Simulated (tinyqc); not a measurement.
## Sub-threshold conduction and electro-thermal threshold of an amorphous chalcogenide: threshold against amorphous thickness

Trap-limited conduction: I = I0 exp(-Ea/kB T) sinh(q V dz/(2 ua kB T)), I0 = 2 q A Nt dz/ta. One lumped temperature T = T0 + Rt I V. The threshold is the largest V for which a steady state exists on the low-current branch.

The threshold is the first local maximum over T of the V that solves Rt I(V, T) V = T - T0. Rt is held fixed.

Parameters, values chosen for the exercise; values of the order of Ge-Sb-Te and related chalcogenides: ambient temperature T0 = 358 K; cross-section A = 1400 nm^2; distance between traps dz = 6.3 nm; activation energy Ea = 0.35 eV; trap density Nt = 9.5e18 cm^-3; attempt time ta = 1e-14 s; thermal resistance Rt = 7.9 K/uW.

Constants: q = 1.602176634e-19 C, kB = 1.380649e-23 J/K. Results are converted to the units shown.

Threshold against amorphous thickness:
```
ua (nm)  Vth (V)  T - T0 (K)  Ith (uA)  field (MV/cm)
18        0.9579       98.51     13.02         0.5322
24         1.208       90.66     9.498         0.5034
30         1.445       85.54     7.494         0.4816
36         1.671       81.86     6.202         0.4641
42         1.888       79.03     5.299         0.4495
48         2.097       76.76     4.633         0.4369
54         2.300       74.90     4.121         0.4260
60         2.498       73.32     3.716         0.4163
```

What does the comparison show?

Vth rises from 0.958 to 2.50 V, as ua^(0.80), and the threshold field falls from 0.532 to 0.416 MV/cm; Ith falls from 13.0 to 3.72 uA. A power of 1 would mean a fixed threshold field.

Range of the model: Purely electronic switching mechanisms, filaments and series resistance are left out.

Computed by the program tinyqc: `OMP_NUM_THREADS=1 python tinyqc.py 2490071 2490072 out.jsonl`, one thread of a shared Intel Xeon 2.30GHz, about 0.01 s for the whole run.
